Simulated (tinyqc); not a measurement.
Deal-Grove kinetics of thermal oxidation of silicon: one step, computed by the program tinyqc.

Oxidant diffuses through the oxide and reacts at the interface, so that dx/dt = B/(A + 2x) for the oxide thickness x.

Task: Thickness after the oxidation. tau = (x_i^2 + A x_i)/B and x = (A/2) [sqrt(1 + 4 B (t + tau)/A^2) - 1], the root of x^2 + A x = B (t + tau). Silicon consumed is 0.44 times the oxide grown; the rate is B/(A + 2x).

Inputs (values chosen for the exercise, close to those used for silicon): temperature T = 850 C; initial oxide x_i = 0.002 um; time t = 2 h.

Ambient: dry oxygen. Surface: (100).

length A = 0.3455051 um

parabolic constant B = 2.562417e-04 um^2/h

Give: tau; oxide thickness x; silicon consumed; final growth rate.

Result:

tau = 2.712 h

oxide thickness x = 0.003460 um

silicon consumed = 6.425e-04 um

final growth rate = 7.271e-04 um/h

2x/A = 0.0200: the interface reaction limits the rate. Caution: dry oxides grow faster than Deal-Grove predicts below about 0.03 um, so a start from a thinner film underestimates the thickness (a common remedy is x_i = 0.025 um).
